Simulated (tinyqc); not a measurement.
Worked calculation: CIS and TDHF on RHF in the sto-3g basis, frozen core, for BeH2, spin multiplicity 1. Computed by tinyqc, a small Python program that keeps every step (integrals from PySCF). Settings: charge = 0, multiplicity = 1, basis = sto-3g, method = RHF, frozen orbitals = 1, energy threshold = 1e-10, iteration cap = 78, orthogonalisation = canonical, start = Wolfsberg-Helmholz matrix, DIIS depth = 6, TDHF = 1. Command: `OMP_NUM_THREADS=1 python tinyqc.py 27881 27882 out.jsonl` (the two numbers bound the seeds that draw the settings). One thread of a shared host (Intel(R) Xeon(R) Processor @ 2.60GHz), about 0.07 s of CPU time with the checks. The early iterations of the SCF are left out here.

## One-electron integrals

Geometry (angstrom):
```
atom,x,y,z
Be,0.000000,0.000000,0.000000
H,0.000000,1.514000,0.000000
H,0.000000,-1.514000,0.000000
```

Basis sto-3g: exponents (1/bohr^2) and contraction coefficients of normalised primitives:
```
element,l (shell),exponent,coefficient
Be,s (1),30.167871,0.154329
Be,s (1),5.495115,0.535328
Be,s (1),1.487193,0.444635
Be,s (2),1.314833,-0.099967
Be,s (2),0.305539,0.399513
Be,s (2),0.099371,0.700115
Be,p (3),1.314833,0.155916
Be,p (3),0.305539,0.607684
Be,p (3),0.099371,0.391957
H,s (1),3.425251,0.154329
H,s (1),0.623914,0.535328
H,s (1),0.168855,0.444635
```

Overlap, kinetic and nuclear-attraction integrals over the contracted functions; the nuclear repulsion is the sum of Za Zb / Rab.

nuclear repulsion = 2.97094207 hartree

overlap S, lower triangle:
```
,1Be 1s,1Be 2s,1Be 2px,1Be 2py,1Be 2pz,2H 1s,3H 1s
1Be 1s,1.000000
1Be 2s,0.259517,1.000000
1Be 2px,0.000000,0.000000,1.000000
1Be 2py,0.000000,0.000000,0.000000,1.000000
1Be 2pz,0.000000,0.000000,0.000000,0.000000,1.000000
2H 1s,0.047403,0.391639,0.000000,0.472449,0.000000,1.000000
3H 1s,0.047403,0.391639,0.000000,-0.472449,0.000000,0.017211,1.000000
```

kinetic energy T (hartree), lower triangle:
```
,1Be 1s,1Be 2s,1Be 2px,1Be 2py,1Be 2pz,2H 1s,3H 1s
1Be 1s,6.693975
1Be 2s,-0.033012,0.211111
1Be 2px,0.000000,0.000000,0.660592
1Be 2py,0.000000,0.000000,0.000000,0.660592
1Be 2pz,0.000000,0.000000,0.000000,0.000000,0.660592
2H 1s,-0.012973,0.045005,0.000000,0.139779,0.000000,0.760032
3H 1s,-0.012973,0.045005,0.000000,-0.139779,0.000000,-0.006399,0.760032
```

nuclear attraction V (hartree), lower triangle:
```
,1Be 1s,1Be 2s,1Be 2px,1Be 2py,1Be 2pz,2H 1s,3H 1s
1Be 1s,-15.260137
1Be 2s,-2.080660,-2.984587
1Be 2px,0.000000,0.000000,-2.901413
1Be 2py,0.000000,0.000000,0.000000,-3.095646
1Be 2pz,0.000000,0.000000,0.000000,0.000000,-2.901413
2H 1s,-0.378299,-1.086641,0.000000,-1.278115,0.000000,-2.794137
3H 1s,-0.378299,-1.086641,0.000000,1.278115,0.000000,-0.056926,-2.794137
```

core Hamiltonian H = T + V (hartree), lower triangle:
```
,1Be 1s,1Be 2s,1Be 2px,1Be 2py,1Be 2pz,2H 1s,3H 1s
1Be 1s,-8.566162
1Be 2s,-2.113672,-2.773476
1Be 2px,0.000000,0.000000,-2.240821
1Be 2py,0.000000,0.000000,0.000000,-2.435054
1Be 2pz,0.000000,0.000000,0.000000,0.000000,-2.240821
2H 1s,-0.391272,-1.041637,0.000000,-1.138335,0.000000,-2.034105
3H 1s,-0.391272,-1.041637,0.000000,1.138335,0.000000,-0.063325,-2.034105
```

## Two-electron integrals

Functions are numbered as in S; the eight-fold symmetry (ij|kl) = (ji|kl) = (kl|ij) leaves the list below.

Two-electron integrals (ij|kl) in chemists' order, unique and non-zero (hartree):
```
i,j,k,l,(ij|kl)
1,1,1,1,2.298831
2,1,1,1,0.392036
2,1,2,1,0.079539
2,2,1,1,0.570988
2,2,2,1,0.143041
2,2,2,2,0.417683
3,1,3,1,0.014607
3,2,3,1,0.021888
3,2,3,2,0.092265
3,3,1,1,0.569578
3,3,2,1,0.143083
3,3,2,2,0.417589
3,3,3,3,0.449859
4,1,4,1,0.014607
4,2,4,1,0.021888
4,2,4,2,0.092265
4,3,4,3,0.024249
4,4,1,1,0.569578
4,4,2,1,0.143083
4,4,2,2,0.417589
4,4,3,3,0.401360
4,4,4,4,0.449859
5,1,5,1,0.014607
5,2,5,1,0.021888
5,2,5,2,0.092265
5,3,5,3,0.024249
5,4,5,4,0.024249
5,5,1,1,0.569578
5,5,2,1,0.143083
5,5,2,2,0.417589
5,5,3,3,0.401360
5,5,4,4,0.401360
5,5,5,5,0.449859
6,1,1,1,0.070704
6,1,2,1,0.014337
6,1,2,2,0.026008
6,1,3,3,0.025827
6,1,4,1,0.001264
6,1,4,2,0.002391
6,1,4,4,0.026384
6,1,5,5,0.025827
6,1,6,1,0.002709
6,2,1,1,0.179929
6,2,2,1,0.045780
6,2,2,2,0.146733
6,2,3,3,0.141069
6,2,4,1,0.005978
6,2,4,2,0.037434
6,2,4,4,0.157928
6,2,5,5,0.141069
6,2,6,1,0.009131
6,2,6,2,0.078319
6,3,3,1,0.004092
6,3,3,2,0.019425
6,3,4,3,0.006393
6,3,6,3,0.006965
6,4,1,1,0.196218
6,4,2,1,0.050514
6,4,2,2,0.169690
6,4,3,3,0.159644
6,4,4,1,0.009665
6,4,4,2,0.058087
6,4,4,4,0.189610
6,4,5,5,0.159644
6,4,6,1,0.010501
6,4,6,2,0.102771
6,4,6,4,0.138864
6,5,5,1,0.004092
6,5,5,2,0.019425
6,5,5,4,0.006393
6,5,6,5,0.006965
6,6,1,1,0.347927
6,6,2,1,0.090080
6,6,2,2,0.324198
6,6,3,3,0.300868
6,6,4,1,0.013444
6,6,4,2,0.109874
6,6,4,4,0.370587
6,6,5,5,0.300868
6,6,6,1,0.018376
6,6,6,2,0.222089
6,6,6,4,0.308743
6,6,6,6,0.774606
7,1,1,1,0.070704
7,1,2,1,0.014337
7,1,2,2,0.026008
7,1,3,3,0.025827
7,1,4,1,-0.001264
7,1,4,2,-0.002391
7,1,4,4,0.026384
7,1,5,5,0.025827
7,1,6,1,0.002475
7,1,6,2,0.007706
7,1,6,4,0.008218
7,1,6,6,0.015017
7,1,7,1,0.002709
7,2,1,1,0.179929
7,2,2,1,0.045780
7,2,2,2,0.146733
7,2,3,3,0.141069
7,2,4,1,-0.005978
7,2,4,2,-0.037434
7,2,4,4,0.157928
7,2,5,5,0.141069
7,2,6,1,0.007706
7,2,6,2,0.039612
7,2,6,4,0.042108
7,2,6,6,0.082536
7,2,7,1,0.009131
7,2,7,2,0.078319
7,3,3,1,0.004092
7,3,3,2,0.019425
7,3,4,3,-0.006393
7,3,6,3,0.002734
7,3,7,3,0.006965
7,4,1,1,-0.196218
7,4,2,1,-0.050514
7,4,2,2,-0.169690
7,4,3,3,-0.159644
7,4,4,1,0.009665
7,4,4,2,0.058087
7,4,4,4,-0.189610
7,4,5,5,-0.159644
7,4,6,1,-0.008218
7,4,6,2,-0.042108
7,4,6,4,-0.043473
7,4,6,6,-0.087232
7,4,7,1,-0.010501
7,4,7,2,-0.102771
7,4,7,4,0.138864
7,5,5,1,0.004092
7,5,5,2,0.019425
7,5,5,4,-0.006393
7,5,6,5,0.002734
7,5,7,5,0.006965
7,6,1,1,0.010693
7,6,2,1,0.002647
7,6,2,2,0.007498
7,6,3,3,0.007392
7,6,4,4,0.007706
7,6,5,5,0.007392
7,6,6,1,0.000483
7,6,6,2,0.002702
7,6,6,4,0.003169
7,6,6,6,0.006119
7,6,7,1,0.000483
7,6,7,2,0.002702
7,6,7,4,-0.003169
7,6,7,6,0.000137
7,7,1,1,0.347927
7,7,2,1,0.090080
7,7,2,2,0.324198
7,7,3,3,0.300868
7,7,4,1,-0.013444
7,7,4,2,-0.109874
7,7,4,4,0.370587
7,7,5,5,0.300868
7,7,6,1,0.015017
7,7,6,2,0.082536
7,7,6,4,0.087232
7,7,6,6,0.174753
7,7,7,1,0.018376
7,7,7,2,0.222089
7,7,7,4,-0.308743
7,7,7,6,0.006119
7,7,7,7,0.774606
```

## Orthogonalisation

S = U s U^T; canonical form X = U s^(-1/2), so that X^T S X = 1. Each column of U has its largest component positive (the first on a tie).

eigenvalues of S: 0.323195  0.419115  0.951758  1.000000  1.000000  1.646338  1.659594

X:
```
,1,2,3,4,5,6,7
1Be 1s,0.000000,-0.385257,0.928564,0.000000,0.000000,0.266764,0.000000
1Be 2s,0.000000,1.118811,-0.061608,0.000000,0.000000,0.535307,0.000000
1Be 2px,0.000000,0.000000,0.000000,1.000000,0.000000,0.000000,0.000000
1Be 2py,1.235770,0.000000,0.000000,0.000000,0.000000,0.000000,0.552412
1Be 2pz,0.000000,0.000000,0.000000,0.000000,1.000000,0.000000,0.000000
2H 1s,-0.885148,-0.702074,-0.303859,0.000000,0.000000,0.353335,0.385615
3H 1s,0.885148,-0.702074,-0.303859,0.000000,0.000000,0.353335,-0.385615
```

Within a degenerate level the vectors are fixed only up to a rotation; this is one choice.

## Iteration 6 (converged): orbitals

converged F (hartree), lower triangle:
```
,1Be 1s,1Be 2s,1Be 2px,1Be 2py,1Be 2pz,2H 1s,3H 1s
1Be 1s,-4.526606
1Be 2s,-1.289143,-0.602110
1Be 2px,0.000000,0.000000,0.213897
1Be 2py,0.000000,0.000000,0.000000,-0.166054
1Be 2pz,0.000000,0.000000,0.000000,0.000000,0.213897
2H 1s,-0.243267,-0.354942,0.000000,-0.310199,0.000000,-0.248931
3H 1s,-0.243267,-0.354942,0.000000,0.310199,0.000000,-0.020622,-0.248931
```

Diagonalise F' = X^T F X, C = X C', fill 3 alpha and 3 beta electrons from the bottom; D = 2 C_occ C_occ^T. Each column has its largest component positive (the first on a tie).

F' = X^T F X (hartree), lower triangle:
```
,1,2,3,4,5,6,7
1,0.745894
2,0.000000,0.272070
3,0.000000,0.646804,-3.559571
4,0.000000,0.000000,0.000000,0.213897
5,0.000000,0.000000,0.000000,0.000000,0.213897
6,0.000000,0.262959,-1.652410,0.000000,0.000000,-1.290409
7,0.050213,0.000000,0.000000,0.000000,0.000000,0.000000,-0.382884
```

orbital energies (hartree): MO1 -4.529982, MO2 -0.426308, MO3 -0.385113, MO4 0.213897, MO5 0.213897, MO6 0.378380, MO7 0.748124

coefficients C:
```
,MO1,MO2,MO3,MO4,MO5,MO6,MO7
1Be 1s,0.991829,-0.214226,0.000000,0.000000,0.000000,-0.228472,0.000000
1Be 2s,0.031371,0.596779,0.000000,0.000000,0.000000,1.088558,0.000000
1Be 2px,0.000000,0.000000,0.000000,0.956619,-0.291341,0.000000,0.000000
1Be 2py,0.000000,0.000000,0.497058,0.000000,0.000000,0.000000,1.259055
1Be 2pz,0.000000,0.000000,0.000000,0.291341,0.956619,0.000000,0.000000
2H 1s,-0.003739,0.392461,0.424495,0.000000,0.000000,-0.745684,-0.867174
3H 1s,-0.003739,0.392461,-0.424495,0.000000,0.000000,-0.745684,0.867174
```

D after iteration 6, lower triangle:
```
,1Be 1s,1Be 2s,1Be 2px,1Be 2py,1Be 2pz,2H 1s,3H 1s
1Be 1s,2.059236
1Be 2s,-0.193463,0.714258
1Be 2px,0.000000,0.000000,0.000000
1Be 2py,0.000000,0.000000,0.000000,0.494134
1Be 2pz,0.000000,0.000000,0.000000,0.000000,0.000000
2H 1s,-0.175568,0.468190,0.000000,0.421997,0.000000,0.668471
3H 1s,-0.175568,0.468190,0.000000,-0.421997,0.000000,-0.052312,0.668471
```

Within a degenerate level the vectors are fixed only up to a rotation; this is one choice.

## Convergence

Stop when the energy changes by less than 1e-10 hartree and every element of the error matrix X^T (F D S - S D F) X is below 3e-06.

Course of the cycle:
```
iteration,E (hartree),change,largest element of the error matrix
1,-15.50128045,-,2.11e-01
2,-15.52811674,-2.68e-02,2.58e-02
3,-15.52866640,-5.50e-04,3.14e-03
4,-15.52868303,-1.66e-05,2.05e-04
5,-15.52868307,-4.35e-08,4.52e-07
6,-15.52868307,-8.88e-14,5.60e-10
```

PySCF RHF in the same basis = -15.52868307 hartree

Converged in 6 iterations.

## Integrals over molecular orbitals

(pq|rs) = sum C_ip C_jq C_kr C_ls (ij|kl), one index at a time.

one-electron integrals over orbitals h = C^T H C (hartree), lower triangle:
```
,1,2,3,4,5,6,7
1,-8.554774
2,0.211218,-2.330826
3,0.000000,0.000000,-2.272623
4,0.000000,0.000000,0.000000,-2.240821
5,0.000000,0.000000,0.000000,0.000000,-2.240821
6,0.203128,-0.230040,0.000000,0.000000,0.000000,-1.899341
7,0.000000,0.000000,-0.308450,0.000000,0.000000,0.000000,-1.852684
```

Two-electron integrals over orbitals (pq|rs), unique and non-zero (hartree); the lowest 1 orbital is frozen and left out:
```
p,q,r,s,(pq|rs)
2,2,2,2,0.379131
3,2,3,2,0.160086
3,3,2,2,0.391345
3,3,3,3,0.414697
4,2,4,2,0.047743
4,3,4,3,0.012911
4,4,2,2,0.356712
4,4,3,3,0.339668
4,4,4,4,0.449859
5,2,5,2,0.047743
5,3,5,3,0.012911
5,4,5,4,0.024249
5,5,2,2,0.356712
5,5,3,3,0.339668
5,5,4,4,0.401360
5,5,5,5,0.449859
6,2,2,2,-0.016652
6,2,3,3,-0.042130
6,2,4,4,0.064454
6,2,5,5,0.064454
6,2,6,2,0.081961
6,3,3,2,-0.092439
6,3,6,3,0.086120
6,4,4,2,0.046769
6,4,6,4,0.049711
6,5,5,2,0.046769
6,5,6,5,0.049711
6,6,2,2,0.380443
6,6,3,3,0.391555
6,6,4,4,0.355765
6,6,5,5,0.355765
6,6,6,2,-0.028932
6,6,6,6,0.396961
7,2,3,2,-0.040133
7,2,6,3,0.062297
7,2,7,2,0.057129
7,3,2,2,-0.000371
7,3,3,3,-0.018113
7,3,4,4,0.068140
7,3,5,5,0.068140
7,3,6,2,0.077570
7,3,6,6,-0.021435
7,3,7,3,0.086181
7,4,4,3,0.013383
7,4,7,4,0.016886
7,5,5,3,0.013383
7,5,7,5,0.016886
7,6,3,2,0.140476
7,6,6,3,-0.092143
7,6,7,2,-0.049059
7,6,7,6,0.137477
7,7,2,2,0.406037
7,7,3,3,0.422782
7,7,4,4,0.380415
7,7,5,5,0.380415
7,7,6,2,-0.022426
7,7,6,6,0.415685
7,7,7,3,0.000727
7,7,7,7,0.461350
```

## CIS matrix, singlets

A(ia,jb) = (e_a - e_i) d_ij d_ab + 2 (ia|jb) - (ij|ab).

CIS matrix A, singlet (hartree), lower triangle:
```
,2>4,2>5,2>6,2>7,3>4,3>5,3>6,3>7
2>4,0.378979
2>5,0.000000,0.378979
2>6,0.000000,0.000000,0.588167
2>7,0.000000,0.000000,0.000000,0.882653
3>4,0.000000,0.000000,0.000000,0.000000,0.285165
3>5,0.000000,0.000000,0.000000,0.000000,0.000000,0.285165
3>6,0.000000,0.000000,0.000000,-0.015883,0.000000,0.000000,0.544179
3>7,0.000000,0.000000,0.014664,0.000000,0.000000,0.000000,0.000000,0.882818
```

## CIS singlet states

dipole integrals <i|r|a> (bohr):
```
,x,y,z
2>4,0.922885,0.000000,0.281067
2>5,-0.281067,0.000000,0.922885
2>6,0.000000,0.000000,0.000000
2>7,0.000000,-0.675467,0.000000
3>4,0.000000,0.000000,0.000000
3>5,0.000000,0.000000,0.000000
3>6,0.000000,-1.304067,0.000000
3>7,0.000000,0.000000,0.000000
```

Diagonalise A (1 hartree = 27.211386 eV); each vector has its largest component positive (the first on a tie). The transition dipole is mu = sqrt2 sum c_ia <i|r|a>.

singlet excitation energies (eV): 7.759730  7.759730  10.312537  10.312537  14.787631  15.985025  24.038436  24.042501

lowest vectors:
```
,state 1,state 2,state 3,state 4,state 5,state 6
2>4,0.000000,0.000000,0.145803,0.989314,0.000000,0.000000
2>5,0.000000,0.000000,0.989314,-0.145803,0.000000,0.000000
2>6,0.000000,0.000000,0.000000,0.000000,0.000000,0.998770
2>7,0.000000,0.000000,0.000000,0.000000,0.046770,0.000000
3>4,0.893386,-0.449291,0.000000,0.000000,0.000000,0.000000
3>5,0.449291,0.893386,0.000000,0.000000,0.000000,0.000000
3>6,0.000000,0.000000,0.000000,0.000000,0.998906,0.000000
3>7,0.000000,0.000000,0.000000,0.000000,0.000000,-0.049582
```

oscillator strengths 2/3 w |mu|^2: 0.000000  0.000000  0.470295  0.470295  1.289880  0.000000

Within a degenerate level the vectors are fixed only up to a rotation; this is one choice.

## TDHF (RPA) singlet states

B(ia,jb) = 2 (ia|jb) - (ib|ja); the squared energies are the eigenvalues of (A - B)(A + B); 1 hartree = 27.211386 eV.

TDHF matrix B, singlet (hartree), lower triangle:
```
,2>4,2>5,2>6,2>7,3>4,3>5,3>6,3>7
2>4,0.047743
2>5,0.000000,0.047743
2>6,0.000000,0.000000,0.081961
2>7,0.000000,0.000000,0.000000,0.057129
3>4,0.000000,0.000000,0.000000,0.000000,0.012911
3>5,0.000000,0.000000,0.000000,0.000000,0.000000,0.012911
3>6,0.000000,0.000000,0.000000,0.047023,0.000000,0.000000,0.086120
3>7,0.000000,0.000000,0.092843,0.000000,0.000000,0.000000,0.000000,0.086181
```

squared energies w^2 (hartree^2): 0.081152  0.081152  0.141345  0.141345  0.285475  0.332464  0.761889  0.775133

TDHF energies from the positive w^2 (eV): 7.751772  7.751772  10.230377  10.230377  14.538999  15.689993  23.751803  23.957356

## CIS matrix, triplets

A(ia,jb) = (e_a - e_i) d_ij d_ab - (ij|ab).

CIS matrix A, triplet (hartree), lower triangle:
```
,2>4,2>5,2>6,2>7,3>4,3>5,3>6,3>7
2>4,0.283492
2>5,0.000000,0.283492
2>6,0.000000,0.000000,0.424245
2>7,0.000000,0.000000,0.000000,0.768395
3>4,0.000000,0.000000,0.000000,0.000000,0.259342
3>5,0.000000,0.000000,0.000000,0.000000,0.000000,0.259342
3>6,0.000000,0.000000,0.000000,-0.140476,0.000000,0.000000,0.371938
3>7,0.000000,0.000000,-0.140476,0.000000,0.000000,0.000000,0.000000,0.710455
```

## CIS triplet states

Diagonalise A (1 hartree = 27.211386 eV); each vector has its largest component positive (the first on a tie).

triplet excitation energies (eV): 7.057055  7.057055  7.714218  7.714218  8.903842  9.981666  20.895101  22.126203

lowest vectors:
```
,state 1,state 2,state 3,state 4,state 5,state 6
2>4,0.000000,0.000000,0.877041,-0.480416,0.000000,0.000000
2>5,0.000000,0.000000,0.480416,0.877041,0.000000,0.000000
2>6,0.000000,0.000000,0.000000,0.000000,0.000000,0.925644
2>7,0.000000,0.000000,0.000000,0.000000,0.303398,0.000000
3>4,0.415253,0.909706,0.000000,0.000000,0.000000,0.000000
3>5,0.909706,-0.415253,0.000000,0.000000,0.000000,0.000000
3>6,0.000000,0.000000,0.000000,0.000000,0.952864,0.000000
3>7,0.000000,0.000000,0.000000,0.000000,0.000000,0.378396
```

Within a degenerate level the vectors are fixed only up to a rotation; this is one choice.

## TDHF (RPA) triplet states

B(ia,jb) = - (ib|ja); the squared energies are the eigenvalues of (A - B)(A + B); 1 hartree = 27.211386 eV.

TDHF matrix B, triplet (hartree), lower triangle:
```
,2>4,2>5,2>6,2>7,3>4,3>5,3>6,3>7
2>4,-0.047743
2>5,0.000000,-0.047743
2>6,0.000000,0.000000,-0.081961
2>7,0.000000,0.000000,0.000000,-0.057129
3>4,0.000000,0.000000,0.000000,0.000000,-0.012911
3>5,0.000000,0.000000,0.000000,0.000000,0.000000,-0.012911
3>6,0.000000,0.000000,0.000000,-0.077570,0.000000,0.000000,-0.086120
3>7,0.000000,0.000000,-0.062297,0.000000,0.000000,0.000000,0.000000,-0.086181
```

squared energies w^2 (hartree^2): 0.067092  0.067092  0.078088  0.078088  0.088732  0.117116  0.585175  0.656789

TDHF energies from the positive w^2 (eV): 7.048304  7.048304  7.604035  7.604035  8.105712  9.312325  20.815826  22.052789
